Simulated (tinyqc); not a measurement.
Inside a calculation. Method: LDA (PW92) atom on a uniform radial grid, spin-unpolarised, for Li. Computed by tinyqc, a small Python program that keeps every step. Settings: Z = 3, points = 64, R = 14.8, functional = lda,pw, mixing = 0.2, iteration cap = 80. Command: `OMP_NUM_THREADS=1 python tinyqc.py 22426 22427 out.jsonl` (the two numbers bound the seeds that draw the settings). One thread of a shared host (Intel(R) Xeon(R) Processor @ 2.60GHz), about 0.1 s of CPU time with the checks. Later iterations appear only in the table of the cycle.

## Iteration 1

Spherical atom on a uniform radial grid r_j = j h with h = R/(N + 1), h sum u^2 = 1 and integrals as h times sums, u(0) = u(R) = 0 (atomic units):
```
parameter            value
Z                        3
points N                64
R                14.800000
h                 0.227692
mixing            0.200000
electrons in 1s          2
electrons in 2s          1
```

Three-point differences turn -u''/2 + [l(l+1)/2r^2 - Z/r + V] u = e u into a tridiagonal matrix (diagonal 1/h^2 + potential, off-diagonal -1/2h^2). D = sum f u^2; the Hartree potential y/r solves y'' = -D/r with y(0) = 0, y(R) = N_e; v_xc comes from rho = D/(4 pi r^2); E = sum f e - int D V + int D (V_H/2 + eps_xc); V(new) = V + mixing (V_H + v_xc - V).

eigenvalues (hartree): 1s -4.070501, 2s -1.093977

Every 4th grid point:
```
r              V in     u(1s)      u(2s)         D       V_H       v_xc
0.910769   0.000000  0.668228  -0.263527  0.962504  2.708319  -0.505028
1.821538   0.000000  0.103833  -0.746629  0.579018  1.565359  -0.282800
2.732308   0.000000  0.012101  -0.531871  0.283179  1.087557  -0.178524
3.643077   0.000000  0.001254  -0.268849  0.072283  0.822317  -0.099962
4.553846   0.000000  0.000122  -0.115166  0.013263  0.658665  -0.052681
5.464615   0.000000  0.000011  -0.044708  0.001999  0.548975  -0.026619
6.375385   0.000000  1.03e-06  -0.016256  0.000264  0.470559  -0.012993
7.286154   0.000000  9.13e-08  -0.005641  0.000032  0.411740  -0.006159
8.196923   0.000000  7.98e-09  -0.001890  3.57e-06  0.365991  -0.002849
9.107692   0.000000  6.89e-10  -0.000616  3.80e-07  0.329392  -0.001292
10.018462  0.000000  5.89e-11  -0.000197  3.86e-08  0.299447  -0.000577
10.929231  0.000000         0  -0.000062  3.79e-09  0.274493  -0.000254
11.840000  0.000000         0  -0.000019  3.61e-10  0.253378  -0.000111
12.750769  0.000000         0  -0.000006  3.32e-11  0.235280  -0.000048
13.661538  0.000000         0  -1.66e-06         0  0.219595  -0.000010
14.572308  0.000000         0  -2.37e-07         0  0.205870   0.000000
```

total energy = -6.10994358 hartree

## Iteration 2

As before.

eigenvalues (hartree): 1s -3.456328, 2s -0.830164

Every 4th grid point:
```
r              V in     u(1s)      u(2s)         D       V_H       v_xc
0.910769   0.440658  0.693804  -0.189297  0.998561  2.654645  -0.510803
1.821538   0.256512  0.123581  -0.704025  0.526196  1.541638  -0.274718
2.732308   0.181807  0.016856  -0.578329  0.335033  1.080969  -0.187760
3.643077   0.144471  0.002061  -0.336312  0.113114  0.821017  -0.114250
4.553846   0.121197  0.000237  -0.166029  0.027566  0.658454  -0.065599
5.464615   0.104471  0.000026  -0.074473  0.005546  0.548945  -0.036291
6.375385   0.091513  2.84e-06  -0.031374  0.000984  0.470555  -0.019502
7.286154   0.081116  3.02e-07  -0.012646  0.000160  0.411739  -0.010226
8.196923   0.072628  3.16e-08  -0.004933  0.000024  0.365991  -0.005251
9.107692   0.065620  3.27e-09  -0.001876  3.52e-06  0.329392  -0.002650
10.018462  0.059774  3.35e-10  -0.000699  4.89e-07  0.299447  -0.001318
10.929231  0.054848  3.41e-11  -0.000256  6.57e-08  0.274493  -0.000648
11.840000  0.050653         0  -0.000093  8.57e-09  0.253378  -0.000315
12.750769  0.047046         0  -0.000033  1.08e-09  0.235280  -0.000152
13.661538  0.043917         0  -0.000011  1.18e-10  0.219595  -0.000070
14.572308  0.041174         0  -1.68e-06         0  0.205870  -0.000009
```

total energy = -6.27710451 hartree

## Convergence

Stop when input and output potentials agree to 1e-7.

Course of the cycle (hartree):
```
iteration            E      e(1s)      e(2s)  largest |V(out) - V(in)|
1          -6.10994358  -4.070501  -1.093977                  3.98e+00
2          -6.27710451  -3.456328  -0.830164                  3.01e+00
3          -6.38467648  -2.993084  -0.638505                  2.27e+00
4          -6.45276533  -2.644162  -0.498704                  1.70e+00
5          -6.49526345  -2.381740  -0.396297                  1.27e+00
6          -6.52148759  -2.184699  -0.320961                  9.42e-01
7          -6.53752485  -2.037018  -0.265316                  6.98e-01
8          -6.54726550  -1.926548  -0.224059                  5.15e-01
9          -6.55315204  -1.844088  -0.193366                  3.78e-01
10         -6.55669701  -1.782672  -0.170466                  2.77e-01
11         -6.55882722  -1.737037  -0.153338                  2.02e-01
...                ...        ...        ...                       ...
66         -6.56203936  -1.611298  -0.102037                  7.27e-07
67         -6.56203936  -1.611298  -0.102037                  5.95e-07
68         -6.56203936  -1.611298  -0.102037                  4.86e-07
69         -6.56203936  -1.611298  -0.102037                  3.97e-07
70         -6.56203936  -1.611298  -0.102037                  3.25e-07
71         -6.56203936  -1.611298  -0.102037                  2.65e-07
72         -6.56203936  -1.611298  -0.102037                  2.16e-07
73         -6.56203936  -1.611298  -0.102037                  1.76e-07
74         -6.56203936  -1.611298  -0.102037                  1.44e-07
75         -6.56203936  -1.611299  -0.102037                  1.17e-07
76         -6.56203936  -1.611299  -0.102037                  9.55e-08
```

Converged in 76 iterations. A uniform grid resolves the cusp poorly: for a bare nucleus this grid gives 1s at -4.07050 against -Z^2/2 = -4.5 hartree. Before convergence this energy mixes input and output and is not variational, so it may rise towards its limit.
